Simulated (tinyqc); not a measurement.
Inside a calculation. Model: Tersoff bond-order potential. Computed by tinyqc, a small Python program that keeps every step. Command: `OMP_NUM_THREADS=1 python tinyqc.py 3002820 3002821 out.jsonl tersoff walk`. One thread of a shared host (Intel(R) Xeon(R) Processor @ 2.30GHz), about 0.01 s of CPU time with the checks. Intermediate numbers are printed to about 5 digits and carried at full precision; extremes and crossings named in words are read from the listed rows.

E = (1/2) sum_(i, j != i) [A exp(-lambda r_ij) - b_ij B exp(-mu r_ij)], b_ij = (1 + (beta zeta_ij)^n)^(-1/(2n)), zeta_ij = sum_(k != i, j) g(theta_ijk), g = 1 + c^2/d^2 - c^2/(d^2 + (h - cos theta)^2), with theta at atom i. Only nearest neighbours count (cut-off function 1 for them, 0 beyond).

Inputs (values chosen for the exercise, modelled on silicon): A = 1865.8 eV; B = 465.29 eV; lambda = 2.4799 1/angstrom; mu = 1.7322 1/angstrom; beta = 1.1e-06; n = 0.7831; c = 100500; d = 16.14; h = -0.5844; bond length r_12 = 2.4 angstrom; bond length r_13 = 2.41 angstrom; angle theta at atom 1 = 144 degrees.

Constants: 1 eV/angstrom^3 = 160.2176634 GPa.

## An open trimer

Atom 1 binds atoms 2 and 3, which do not interact. b_12 = b_13 follow from zeta = g(theta); b_21 = b_31 = 1. E = sum over the two bonds of A exp(-lambda r) - (b + 1)/2 B exp(-mu r).

g(theta) = 7508.9

bond order b_12 = 0.98535

repulsive terms (eV): [4.8534, 4.7345]

attractive terms B exp(-mu r) (eV): [7.2818, 7.1568]

energy of the trimer = -4.7449 eV

g is least (g = 1) at cos theta = h, 125.8 degrees, wider than the tetrahedral 109.47.

## The diamond lattice

zeta = 3 g(cos theta = -1/3). With z equal bonds of order b, r = ln(lambda A/(mu b B))/(lambda - mu) and E per atom = -(z/2) b B exp(-mu r)(1 - mu/lambda). a0 = 4 r/sqrt3; B0 = phi''(r)/(3 a0) with phi'' = mu (lambda - mu) b B exp(-mu r), since b does not change under uniform scaling.

zeta = 28142

bond order b = 0.96014

bond length = 2.3917 angstrom

energy per atom of the diamond lattice = -4.2769 eV

lattice constant a0 = 5.5234 angstrom

bulk modulus B0 = 88.820 GPa

## Elastic constants of the diamond lattice

Second derivatives of the energy per atom, volume V = a0^3/8: e_xx gives C11; e_xx = -e_yy gives 2 (C11 - C12); e_xy = e_yx = s/2 with a sublattice shift u_z gives C44 = (E_ss - E_su^2/E_uu)/V and Kleinman's parameter |E_su/E_uu|/(a0/4).

C11 = 130.50 GPa

C12 = 67.978 GPa

C44 = 62.917 GPa

Kleinman's parameter = 0.67077

## Unrelaxed vacancy

Each of the four neighbours loses one bond; its three other bonds now have zeta = 2 g, for the direction that starts at it. E_v = -E + 12 x (1/2)(b(3g) - b(2g)) B exp(-mu r), where -E is the pair-like cost.

b(2g) = 0.97058

unrelaxed vacancy energy E_v = 3.8143 eV

Stronger back bonds return 0.463 eV, so E_v is 89 % of the cohesive energy.

## Energy against coordination

Angles seen from one bond (cos theta: count): chain -1: 1; graphitic -1/2: 2; diamond -1/3: 3; square net 0: 2, -1: 1; simple cubic 0: 4, -1: 1; bcc 1/3: 3, -1/3: 3, -1: 1; fcc 1/2: 4, 0: 2, -1/2: 4, -1: 1.

Relaxed structures:
```
structure      z        zeta       b  r (angstrom)  E per atom (eV)  E per bond (eV)
dimer          1           0  1.0000        2.3373          -1.2237          -2.4473
chain          2  2.5692e+04  0.9628        2.3881          -2.1578          -2.1578
graphitic      3  2.1224e+03  0.9945        2.3447          -3.6043          -2.4029
diamond        4  2.8142e+04  0.9601        2.3917          -4.2769          -2.1384
square net     4  1.2723e+05  0.8834        2.5032          -3.2440          -1.6220
simple cubic   6  2.2876e+05  0.8298        2.5869          -3.9540          -1.3180
bcc            8  4.2870e+05  0.7543        2.7143          -3.8431          -0.9608
fcc           12  8.2842e+05  0.6572        2.8987          -3.6493          -0.6082
```

The lowest are diamond, simple cubic and bcc, the first two 0.323 eV apart. The bond order falls from 1 to 0.657 and the bond weakens from -2.45 to -0.61 eV, as b^(lambda/(lambda - mu)) with exponent 3.32. With the same z = 4 the square net lies 1.03 eV above diamond, from its angles alone. Caution: in bcc and other dense structures second neighbours can fall inside the usual cut-off; they are left out here.

Checks made by the program: (C11 + 2 C12)/3 against B0 (relative difference 4e-09).
